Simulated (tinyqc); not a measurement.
Hall effect and magnetoresistance of several carrier groups with constant relaxation times: one step, computed by the program tinyqc.

Group 1 has charge -e and group 2 charge -e; s_i is that sign. B lies along z; mu B is formed with mu in m^2/(V s).

Question. Limits of weak and strong field. Weak field: R_H(0) = sum s_i n_i mu_i^2/(e (sum n_i mu_i)^2); MR = c B^2 with c = n1 n2 mu1 mu2 (s1 mu1 - s2 mu2)^2/(n1 mu1 + n2 mu2)^2. Strong field: R_H = 1/(e sum s_i n_i); rho_xx saturates at (n1/mu1 + n2/mu2)/(e (sum s_i n_i)^2).

Inputs (values chosen for the exercise, for a model conductor):
```
quantity      value        unit
density n1    3e+12      1/cm^2
mobility mu1  10000  cm^2/(V s)
density n2    2e+13      1/cm^2
mobility mu2    280  cm^2/(V s)
```

Carriers: two electron groups. Densities: per area (a thin layer).

Constants: e = 1.602176634e-19 C.

Give: R_H at weak field; coefficient c; R_H at strong field; saturation MR.

Answer.

R_H at weak field = -1.485e+06 cm^2/C

coefficient c = 0.1252 1/T^2

R_H at strong field = -2.714e+05 cm^2/C

saturation MR = 382.7 %

R_H keeps its sign, and its size changes by a factor 0.183 from weak to strong field.
